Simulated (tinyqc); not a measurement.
# Pillar capacitor in an array: capacitance, non-linearity, leakage and relaxation: several studies

A film between two metal electrodes, each interface adding a series capacitance ci. The small-signal permittivity is ek (1 + aq E^2); the field is found with the linear permittivity. Leakage J = J0 sinh(E/Ef). After a voltage step the film passes a relaxation current kr C V tt^(-nr), tt being the time in seconds. The sidewall is a coaxial capacitor with radii a = dm/2 and b = dm/2 + t, depth AR dm; the end face is left out.

Inputs (values chosen for the exercise); permittivity of the order of that of strontium titanate:

| symbol | value | unit | meaning |
|---|---|---|---|
| ek | 141 |  | relative permittivity of the film |
| t | 24 | nm | film thickness |
| ci | 240 | uF/cm^2 | capacitance of each electrode interface (dead layer and screening) |
| aq | -0.06 | cm^2/MV^2 | quadratic field coefficient of the permittivity |
| V | 2.2 | V | bias |
| nr | 0.944 |  | exponent of the relaxation current |
| kr | 0.004 |  | strength of the relaxation |
| J0 | 1.5e-11 | A/cm^2 | leakage prefactor |
| Ef | 0.44 | MV/cm | field for an e-fold rise of the leakage |
| dm | 280 | nm | diameter of the pillar |
| AR | 30 |  | aspect ratio, depth over diameter |
| pt | 510 | nm | pitch of the square array |
| rho | 820 | uohm cm | resistivity of the inner electrode |
| t0 | 2e-8 | s | duration of the write pulse |

Constants: eps0 = 8.8541878128e-14 F/cm where lengths are in cm. Results are converted to the units shown.

Each table varies one quantity; the others keep the values above.

## Capacitance, non-linearity and leakage against thickness

Planar film: Cf = eps0 ek/t, 1/C = 1/Cf + 2/ci, EOT = 3.9 eps0/C, effective permittivity C t/eps0, E = (V/t) C/Cf; quadratic coefficient [C(V)/C - 1]/V^2 with Cf (1 + aq E^2) in C(V).

Capacitance, non-linearity and leakage against thickness:

| t (nm) | C (uF/cm^2) | EOT (nm) | effective permittivity | E (MV/cm) | quadratic coefficient (ppm/V^2) | J (A/cm^2) |
|---|---|---|---|---|---|---|
| 11 | 10.37 | 0.3330 | 128.8 | 1.827 | -3.848e4 | 4.769e-10 |
| 13 | 8.892 | 0.3884 | 130.6 | 1.567 | -2.849e4 | 2.638e-10 |
| 17 | 6.920 | 0.4990 | 132.9 | 1.219 | -1.746e4 | 1.194e-10 |
| 21 | 5.664 | 0.6096 | 134.3 | 0.9982 | -1.180e4 | 7.172e-11 |
| 26 | 4.617 | 0.7479 | 135.6 | 0.8136 | -7902 | 4.647e-11 |
| 32 | 3.779 | 0.9139 | 136.6 | 0.6659 | -5328 | 3.241e-11 |
| 39 | 3.118 | 1.107 | 137.3 | 0.5494 | -3647 | 2.399e-11 |
| 48 | 2.546 | 1.356 | 138.0 | 0.4486 | -2443 | 1.808e-11 |
| 60 | 2.045 | 1.688 | 138.6 | 0.3604 | -1583 | 1.371e-11 |

What does the comparison show?

C falls from 10.4 to 2.05 uF/cm^2 while the effective permittivity goes from 129 to 139 (ek = 141). EOT is a straight line in t with slope 3.9/ek = 0.0277 and intercept 0.0288 nm. The quadratic coefficient goes as t^(-1.80) between the first two rows and t^(-1.94) between the last two (-2 without interfaces), and J falls by 1.54 decades.

## Cell against the film thickness

Per length 1/c = ln(b/a)/(2 pi eps0 ek) + (1/a + 1/b)/(2 pi ci); cell capacitance c AR dm; per footprint over pt^2; fields c V/(2 pi eps0 ek r) at r = a and b; resistance of the inner electrode rho AR dm/(pi a^2); time constant R C/3 of the distributed line.

The same in every row: R (kohm) = 1.119.

Cell against the film thickness:

| t (nm) | cell capacitance (fF) | per footprint (uF/cm^2) | field at a (MV/cm) | field at b (MV/cm) | R C/3 (ps) |
|---|---|---|---|---|---|
| 8 | 1049 | 403.4 | 2.502 | 2.367 | 391.2 |
| 11 | 795.8 | 306.0 | 1.898 | 1.760 | 296.7 |
| 15 | 605.3 | 232.7 | 1.444 | 1.304 | 225.7 |
| 20 | 469.0 | 180.3 | 1.118 | 0.9787 | 174.9 |
| 26 | 371.9 | 143.0 | 0.8868 | 0.7479 | 138.7 |
| 36 | 279.8 | 107.6 | 0.6672 | 0.5308 | 104.3 |
| 48 | 218.7 | 84.08 | 0.5216 | 0.3884 | 81.55 |

What does the comparison show?

As t goes from 8 to 48, the cell capacitance falls from 1050 to 219 fF, the capacitance per footprint falls from 403 to 84.1 uF/cm^2, the ratio of the two fields rises from 1.06 to 1.34 and R C/3 falls from 391 to 81.5 ps; the time constant goes as t^(-0.87) between the first two rows and t^(-0.86) between the last two.

## Charge lost after writing

Planar film: Cf = eps0 ek/t, 1/C = 1/Cf + 2/ci, EOT = 3.9 eps0/C, effective permittivity C t/eps0, E = (V/t) C/Cf. A capacitor written for t0 and then left open loses, as a share of C V, kr (tt^(1 - nr) - t0^(1 - nr))/(1 - nr) by relaxation and J tt/(C V) by leakage; both are taken as small, and rows far outside that range are left out.

The same in every row: leakage current (nA/cm^2) = 0.05422.

Charge lost after writing:

| tt (s) | relaxation current (nA/cm^2) | loss by relaxation (%) | loss by leakage (%) | total loss (%) |
|---|---|---|---|---|
| 1e-6 | 2.024e7 | 0.6483 | 4.943e-10 | 0.6483 |
| 1e-5 | 2.303e6 | 1.102 | 4.943e-9 | 1.102 |
| 0.0001 | 2.619e5 | 1.618 | 4.943e-8 | 1.618 |
| 0.001 | 2.980e4 | 2.205 | 4.943e-7 | 2.205 |
| 0.01 | 3390 | 2.872 | 4.943e-6 | 2.872 |
| 0.1 | 385.7 | 3.632 | 4.943e-5 | 3.632 |
| 1 | 43.87 | 4.496 | 4.943e-4 | 4.496 |
| 10 | 4.991 | 5.479 | 0.004943 | 5.484 |
| 100 | 0.5678 | 6.597 | 0.04943 | 6.647 |
| 1000 | 0.06460 | 7.870 | 0.4943 | 8.364 |

Read the table: what changes, and by how much?

The two currents are equal at tt = 1200 s. The loss by relaxation grows from 0.648 to 7.87 %, by 0.453 points over the first decade and 1.27 over the last, while the loss by leakage grows tenfold a decade. Relaxation is the larger loss in every row.

tinyqc, about 0.01 s, one thread, Intel Xeon 2.30GHz (shared host): `OMP_NUM_THREADS=1 python tinyqc.py 2102112 2102113 out.jsonl`
